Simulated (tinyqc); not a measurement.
Metal-interlayer-semiconductor contact, depinning against tunnelling resistance: one step of the calculation.

Zero bias, n-type semiconductor. Gap states at the semiconductor surface thin out as exp(-be ti), which unpins the barrier; electrons must then cross the interlayer (a rectangular barrier, no voltage drop across it) and the parabolic depleted layer, both by WKB. Energies E are counted from the Fermi level; no image force, parabolic bands.

Question. Exponents and integrand on an energy grid. With U = phiB - xi: for xi < E < phiB, y = (E - xi)/U and G1 = (U/E00) [sqrt(1 - y) - y ln((1 + sqrt(1 - y))/sqrt(y))], G1 = 0 above phiB; G2 = 2 ti sqrt(mi max(phiB + dE - E, 0)/C), C = hbar^2/(2 m0); f = 1/(1 + exp(E/Vt)); integrand exp(-G1 - G2) f.

Values chosen for this exercise; semiconductor values close to those of silicon; interlayer mass of the order of that in aluminium oxide, offset chosen freely: temperature T = 400 K; interlayer thickness ti = 0.2 nm; conduction-band offset of the interlayer above the semiconductor dE = 2.48 eV; tunnelling mass in the interlayer mi = 0.35 m0.

Constants: q = 1.602176634e-19 C, kB = 1.380649e-23 J/K, hbar = 1.054571817e-34 J s, m0 = 9.1093837015e-31 kg, Vt = kB T/q, hbar^2/(2 m0) = 0.0380998212 eV nm^2. Results are converted to the units shown.

E, point 0 to 13 (eV): 0.07  0.11077  0.15154  0.19231  0.23308  0.27385  0.31462  0.35538  0.39615  0.43692  0.47769  0.51846  0.55923  0.6
phiB = 0.55632584 eV
xi = 0.063934886 eV
E00 = 0.031486400 eV

Find: G1; G2; f; integrand.

Answer.

```
point     G1     G2         f  integrand (1e-7)
0      14.99  2.088    0.1160             0.045
1      12.13  2.074   0.03866             0.262
2       9.98  2.059   0.01217             0.718
3       8.18  2.045  0.003762             1.370
4       6.61  2.030  0.001156             2.039
5       5.24  2.015  3.544e-4             2.495
6       4.04  2.000  1.086e-4             2.583
7       2.99  1.985  3.330e-5             2.299
8       2.08  1.970  1.020e-5             1.775
9       1.31  1.955  3.126e-6             1.191
10      0.69  1.939  9.580e-7             0.692
11      0.23  1.924  2.936e-7             0.342
12      0.00  1.908  8.995e-8             0.133
13      0.00  1.892  2.756e-8             0.042
```

Computed by the program tinyqc: `OMP_NUM_THREADS=1 python tinyqc.py 2270164 2270165 out.jsonl`, one thread of a shared Intel Xeon 2.30GHz, about 0.04 s for the whole run.
